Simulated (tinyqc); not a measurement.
Worked calculation: RKS/BLYP in the sto-3g basis, for BeH2, spin multiplicity 1. One step of it, computed by the program tinyqc.

Task: Iteration 2: building the Kohn-Sham matrix. J_ij = sum D_kl (ij|kl); F = H + J + V_xc; E = tr D H + tr D J / 2 + E_xc + E_nn.

D after iteration 1, lower triangle:
```
            1Be 1s    1Be 2s   1Be 2px    1Be 2py   1Be 2pz      2H 1s     3H 1s
1Be 1s    2.090965
1Be 2s   -0.362453  1.460715
1Be 2px   0.000000  0.000000  0.000000
1Be 2py   0.000000  0.000000  0.000000   1.136367
1Be 2pz  -0.028362  0.101179  0.000000   0.000000  0.007359
2H 1s    -0.116496  0.331283  0.000000   0.298467  0.018390   0.365477
3H 1s    -0.116496  0.331283  0.000000  -0.298467  0.018390  -0.082826  0.365477
```

core Hamiltonian H = T + V (hartree), lower triangle:
```
            1Be 1s     1Be 2s    1Be 2px    1Be 2py    1Be 2pz      2H 1s      3H 1s
1Be 1s   -8.430072
1Be 2s   -2.078354  -2.657828
1Be 2px   0.000000   0.000000  -2.147206
1Be 2py   0.000000   0.000000   0.000000  -2.273210
1Be 2pz  -0.001333  -0.013516   0.000000   0.000000  -2.147879
2H 1s    -0.171562  -0.637879   0.000000  -0.766552  -0.056696  -1.732823
3H 1s    -0.171562  -0.637879   0.000000   0.766552  -0.056696  -0.012233  -1.732823
```

Two-electron integrals (ij|kl) in chemists' order, unique and non-zero (hartree):
```
(11|11) 2.298831    (21|11) 0.392036    (21|21) 0.079539    (22|11) 0.570988
(22|21) 0.143041    (22|22) 0.417683    (31|31) 0.014607    (32|31) 0.021888
(32|32) 0.092265    (33|11) 0.569578    (33|21) 0.143083    (33|22) 0.417589
(33|33) 0.449859    (41|41) 0.014607    (42|41) 0.021888    (42|42) 0.092265
(43|43) 0.024249    (44|11) 0.569578    (44|21) 0.143083    (44|22) 0.417589
(44|33) 0.401360    (44|44) 0.449859    (51|51) 0.014607    (52|51) 0.021888
(52|52) 0.092265    (53|53) 0.024249    (54|54) 0.024249    (55|11) 0.569578
(55|21) 0.143083    (55|22) 0.417589    (55|33) 0.401360    (55|44) 0.401360
(55|55) 0.449859    (61|11) 0.031401    (61|21) 0.006370    (61|22) 0.011571
(61|33) 0.011497    (61|41) 0.000580    (61|42) 0.001094    (61|44) 0.011724
(61|51) 0.000042    (61|52) 0.000080    (61|54) 0.000017    (61|55) 0.011498
(61|61) 0.000536    (62|11) 0.106666    (62|21) 0.027276    (62|22) 0.091138
(62|33) 0.087368    (62|41) 0.003468    (62|42) 0.024193    (62|44) 0.098524
(62|51) 0.000253    (62|52) 0.001768    (62|54) 0.000815    (62|55) 0.087428
(62|61) 0.002422    (62|62) 0.034794    (63|31) 0.002050    (63|32) 0.010555
(63|43) 0.003814    (63|53) 0.000279    (63|63) 0.002513    (64|11) 0.127006
(64|21) 0.032773    (64|22) 0.114014    (64|33) 0.107498    (64|41) 0.005434
(64|42) 0.036935    (64|44) 0.126856    (64|51) 0.000247    (64|52) 0.001928
(64|54) 0.001136    (64|55) 0.107561    (64|61) 0.002993    (64|62) 0.048525
(64|64) 0.068790    (65|11) 0.009280    (65|21) 0.002395    (65|22) 0.008331
(65|33) 0.007855    (65|41) 0.000247    (65|42) 0.001928    (65|44) 0.008712
(65|51) 0.002068    (65|52) 0.010695    (65|54) 0.003876    (65|55) 0.008416
(65|61) 0.000219    (65|62) 0.003546    (65|64) 0.004843    (65|65) 0.002867
(66|11) 0.281230    (66|21) 0.072942    (66|22) 0.273473    (66|33) 0.255788
(66|41) 0.009004    (66|42) 0.085499    (66|44) 0.308155    (66|51) 0.000658
(66|52) 0.006247    (66|54) 0.003826    (66|55) 0.256068    (66|61) 0.006508
(66|62) 0.142882    (66|64) 0.208300    (66|65) 0.015220    (66|66) 0.774606
(71|11) 0.031401    (71|21) 0.006370    (71|22) 0.011571    (71|33) 0.011497
(71|41) -0.000580   (71|42) -0.001094   (71|44) 0.011724    (71|51) 0.000042
(71|52) 0.000080    (71|54) -0.000017   (71|55) 0.011498    (71|61) 0.000487
(71|62) 0.002042    (71|64) 0.002399    (71|65) 0.000188    (71|66) 0.005478
(71|71) 0.000536    (72|11) 0.106666    (72|21) 0.027276    (72|22) 0.091138
(72|33) 0.087368    (72|41) -0.003468   (72|42) -0.024193   (72|44) 0.098524
(72|51) 0.000253    (72|52) 0.001768    (72|54) -0.000815   (72|55) 0.087428
(72|61) 0.002042    (72|62) 0.015245    (72|64) 0.018166    (72|65) 0.001555
(72|66) 0.045529    (72|71) 0.002422    (72|72) 0.034794    (73|31) 0.002050
(73|32) 0.010555    (73|43) -0.003814   (73|53) 0.000279    (73|63) 0.000745
(73|73) 0.002513    (74|11) -0.127006   (74|21) -0.032773   (74|22) -0.114014
(74|33) -0.107498   (74|41) 0.005434    (74|42) 0.036935    (74|44) -0.126856
(74|51) -0.000247   (74|52) -0.001928   (74|54) 0.001136    (74|55) -0.107561
(74|61) -0.002399   (74|62) -0.018166   (74|64) -0.021494   (74|65) -0.001830
(74|66) -0.054807   (74|71) -0.002993   (74|72) -0.048525   (74|74) 0.068790
(75|11) 0.009280    (75|21) 0.002395    (75|22) 0.008331    (75|33) 0.007855
(75|41) -0.000247   (75|42) -0.001928   (75|44) 0.008712    (75|51) 0.002068
(75|52) 0.010695    (75|54) -0.003876   (75|55) 0.008416    (75|61) 0.000188
(75|62) 0.001555    (75|64) 0.001830    (75|65) 0.000900    (75|66) 0.004687
(75|71) 0.000219    (75|72) 0.003546    (75|74) -0.004843   (75|75) 0.002867
(76|11) 0.002029    (76|21) 0.000502    (76|22) 0.001426    (76|33) 0.001413
(76|44) 0.001446    (76|51) 0.000011    (76|52) 0.000058    (76|55) 0.001417
(76|61) 0.000041    (76|62) 0.000316    (76|64) 0.000398    (76|65) 0.000036
(76|66) 0.000959    (76|71) 0.000041    (76|72) 0.000316    (76|74) -0.000398
(76|75) 0.000036    (76|76) 4.93e-06    (77|11) 0.281230    (77|21) 0.072942
(77|22) 0.273473    (77|33) 0.255788    (77|41) -0.009004   (77|42) -0.085499
(77|44) 0.308155    (77|51) 0.000658    (77|52) 0.006247    (77|54) -0.003826
(77|55) 0.256068    (77|61) 0.005478    (77|62) 0.045529    (77|64) 0.054807
(77|65) 0.004687    (77|66) 0.141114    (77|71) 0.006508    (77|72) 0.142882
(77|74) -0.208300   (77|75) 0.015220    (77|76) 0.000959    (77|77) 0.774606
```

nuclear repulsion = 2.39293375 hartree

V_xc (hartree), lower triangle:
```
            1Be 1s     1Be 2s    1Be 2px    1Be 2py    1Be 2pz      2H 1s      3H 1s
1Be 1s   -1.535208
1Be 2s   -0.220947  -0.328679
1Be 2px   0.000000   0.000000  -0.298411
1Be 2py   0.000000   0.000000   0.000000  -0.377784
1Be 2pz  -0.001277  -0.009644   0.000000   0.000000  -0.298686
2H 1s    -0.018001  -0.086936   0.000000  -0.115901  -0.008721  -0.375814
3H 1s    -0.018001  -0.086936   0.000000   0.115901  -0.008721  -0.001212  -0.375814
```

E_xc = sum of w rho eps_xc = -3.51796192 hartree

Give: Coulomb J; Kohn-Sham matrix F; total energy of this density.

Result:

Coulomb J (hartree), lower triangle:
```
         1Be 1s  1Be 2s  1Be 2px  1Be 2py  1Be 2pz   2H 1s   3H 1s
1Be 1s   6.4923
1Be 2s   1.2604  2.6297
1Be 2px  0.0000  0.0000   2.5823
1Be 2py  0.0000  0.0000   0.0000   2.7136
1Be 2pz  0.0048  0.0274   0.0000   0.0000   2.5831
2H 1s    0.1017  0.5903   0.0000   0.7468   0.0565  1.9023
3H 1s    0.1017  0.5903   0.0000  -0.7468   0.0565  0.0092  1.9023
```

Kohn-Sham matrix F (hartree), lower triangle:
```
          1Be 1s   1Be 2s  1Be 2px  1Be 2py  1Be 2pz    2H 1s    3H 1s
1Be 1s   -3.4729
1Be 2s   -1.0389  -0.3568
1Be 2px   0.0000   0.0000   0.1367
1Be 2py   0.0000   0.0000   0.0000   0.0626
1Be 2pz   0.0022   0.0042   0.0000   0.0000   0.1365
2H 1s    -0.0879  -0.1346   0.0000  -0.1356  -0.0089  -0.2064
3H 1s    -0.0879  -0.1346   0.0000   0.1356  -0.0089  -0.0042  -0.2064
```

total energy of this density = -15.363524 hartree

This density is a damped mixture and is not idempotent.
